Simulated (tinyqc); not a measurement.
Coupled-perturbed Hartree-Fock on RHF in the sto-6g basis, for H2, spin multiplicity 1, step by step. Computed by tinyqc, a small Python program that keeps every step (integrals from PySCF). Settings: charge = 0, multiplicity = 1, basis = sto-6g, method = RHF, energy threshold = 1e-10, iteration cap = 70, orthogonalisation = symmetric, start = Wolfsberg-Helmholz matrix, DIIS depth = 6. Command: `OMP_NUM_THREADS=1 python tinyqc.py 28409 28410 out.jsonl` (the two numbers bound the seeds that draw the settings). One thread of a shared host (Intel(R) Xeon(R) Processor @ 2.60GHz), about 0.08 s of CPU time with the checks. The early iterations of the SCF are left out here.

## One-electron integrals

Geometry (angstrom):
```
atom         x         y         z
H     0.000000  0.000000  0.000000
H     0.000000  0.000000  0.733000
```

Basis sto-6g: exponents (1/bohr^2) and contraction coefficients of normalised primitives:
```
element  l (shell)   exponent  coefficient
H            s (1)  35.523221     0.009164
H            s (1)   6.513144     0.049361
H            s (1)   1.822143     0.168538
H            s (1)   0.625955     0.370563
H            s (1)   0.243077     0.416492
H            s (1)   0.100112     0.130334
```

Overlap, kinetic and nuclear-attraction integrals over the contracted functions; the nuclear repulsion is the sum of Za Zb / Rab.

nuclear repulsion = 0.72193344 hartree

overlap S:
```
          1H 1s     2H 1s
1H 1s  1.000000  0.664310
2H 1s  0.664310  1.000000
```

kinetic energy T (hartree):
```
          1H 1s     2H 1s
1H 1s  0.768522  0.239274
2H 1s  0.239274  0.768522
```

nuclear attraction V (hartree):
```
           1H 1s      2H 1s
1H 1s  -1.898277  -1.209620
2H 1s  -1.209620  -1.898277
```

core Hamiltonian H = T + V (hartree):
```
           1H 1s      2H 1s
1H 1s  -1.129755  -0.970347
2H 1s  -0.970347  -1.129755
```

## Two-electron integrals

Functions are numbered as in S; the eight-fold symmetry (ij|kl) = (ji|kl) = (kl|ij) leaves the list below.

Two-electron integrals (ij|kl) in chemists' order, unique and non-zero (hartree):
```
(11|11) 0.774999   (21|11) 0.448408   (21|21) 0.301946   (22|11) 0.572633
(22|21) 0.448408   (22|22) 0.774999
```

## Orthogonalisation

S = U s U^T; symmetric (Loewdin) form X = U s^(-1/2) U^T, so that X^T S X = 1.

eigenvalues of S: 0.335690  1.664310

X:
```
           1H 1s      2H 1s
1H 1s   1.250552  -0.475407
2H 1s  -0.475407   1.250552
```

## Iteration 2 (converged): orbitals

converged F (hartree):
```
           1H 1s      2H 1s
1H 1s  -0.374146  -0.600818
2H 1s  -0.600818  -0.374146
```

Diagonalise F' = X^T F X, C = X C', fill 1 alpha and 1 beta electrons from the bottom; D = 2 C_occ C_occ^T. Each column has its largest component positive (the first on a tie).

F' = X^T F X (hartree):
```
           1          2
1   0.044718  -0.630524
2  -0.630524   0.044718
```

orbital energies (hartree): MO1 -0.585807, MO2 0.675242

coefficients C:
```
            MO1        MO2
1H 1s  0.548110   1.220437
2H 1s  0.548110  -1.220437
```

D after iteration 2:
```
          1H 1s     2H 1s
1H 1s  0.600850  0.600850
2H 1s  0.600850  0.600850
```

## Convergence

Stop when the energy changes by less than 1e-10 hartree and every element of the error matrix X^T (F D S - S D F) X is below 3e-06.

Course of the cycle:
```
iteration  E (hartree)    change  largest element of the error matrix
1          -1.12571886         -                             0.000000
2          -1.12571886  0.000000                             0.000000
```

PySCF RHF in the same basis = -1.12571886 hartree

Converged in 2 iterations.

## Integrals over molecular orbitals

(pq|rs) = sum C_ip C_jq C_kr C_ls (ij|kl), one index at a time.

one-electron integrals over orbitals h = C^T H C (hartree):
```
           1          2
1  -1.261846   0.000000
2   0.000000  -0.474867
```

Two-electron integrals over orbitals (pq|rs), unique and non-zero (hartree):
```
(11|11) 0.676039   (21|21) 0.181106   (22|11) 0.665608   (22|22) 0.700557
```

## Response to a field: uncoupled start

dipole integrals <a|z|i> (bohr):
```
           i1
a2  -0.926587
```

Field along z; U_ai = -mu_ai / (e_a - e_i), alpha = -4 sum U_ai mu_ai.

uncoupled U:
```
          i1
a2  0.734775
```

uncoupled polarisability = 2.723334 bohr^3

## Coupled step 1

U_ai = -(mu_ai + sum_bj [4 (ai|bj) - (ab|ij) - (aj|bi)] U_bj) / (e_a - e_i); alpha = -4 sum U_ai mu_ai.

U after step 1:
```
          i1
a2  0.806029
```

polarisability = 2.987425 bohr^3

## Coupled step 2

As before.

U after step 2:
```
          i1
a2  0.812939
```

polarisability = 3.013035 bohr^3

## Coupled polarisability

Repeat until U stops changing; compare with -d2E/dF2.

Course of the coupled iterations:
```
step  alpha (bohr^3)
0           2.723334
1           2.987425
2           3.013035
3           3.015519
4           3.015760
5           3.015783
6           3.015785
7           3.015785
8           3.015785
```

coupled polarisability = 3.015785 bohr^3

finite-field check, fields of +/-0.001 au = 3.015784 bohr^3
